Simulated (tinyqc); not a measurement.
Inside a calculation. Method: one-electron ion in a basis of Gaussians. One step of it, computed by the program tinyqc.

Problem. Generalised eigenproblem. Solve H C = S C e through S^(-1/2); each column has its largest component positive (the first on a tie).

H = T + V (hartree):
```
[[-5.479844, -6.178153, -5.817341, -4.674581, -3.470783],
 [-6.178153, -6.646717, -7.472169, -9.262412, -8.553444],
 [-5.817341, -7.472169, 5.421127, 6.247096, -7.967202],
 [-4.674581, -9.262412, 6.247096, 90.430440, 102.620098],
 [-3.470783, -8.553444, -7.967202, 102.620098, 516.003492]]
```

S:
```
[[1.000000, 0.701734, 0.304893, 0.111184, 0.038665],
 [0.701734, 1.000000, 0.701651, 0.304856, 0.111189],
 [0.304893, 0.701651, 1.000000, 0.701676, 0.304922],
 [0.111184, 0.304856, 0.701676, 1.000000, 0.701755],
 [0.038665, 0.111189, 0.304922, 0.701755, 1.000000]]
```

Give: eigenvalues of S; eigenvalues; coefficients.

Solution.

eigenvalues of S: [0.0773, 0.2229, 0.6074, 1.4336, 2.6588]

eigenvalues (hartree): [-7.9851, 0.1577, 29.8292, 185.0906, 920.8964]

coefficients:
```
[[0.3925, 1.3309, -0.6174, -0.2342, 0.0967],
 [0.5698, -1.1019, 1.6453, 0.7595, -0.3136],
 [0.1556, -0.0668, -1.5641, -1.5921, 0.7455],
 [0.0289, -0.0364, 0.0850, 1.6477, -1.4823],
 [0.0064, -0.0032, -0.0349, -0.1147, 1.5351]]
```

For Z = 4 and l = 0 the exact lowest level is -Z^2/(2 n^2) with n = l + 1: -8.000000 hartree.
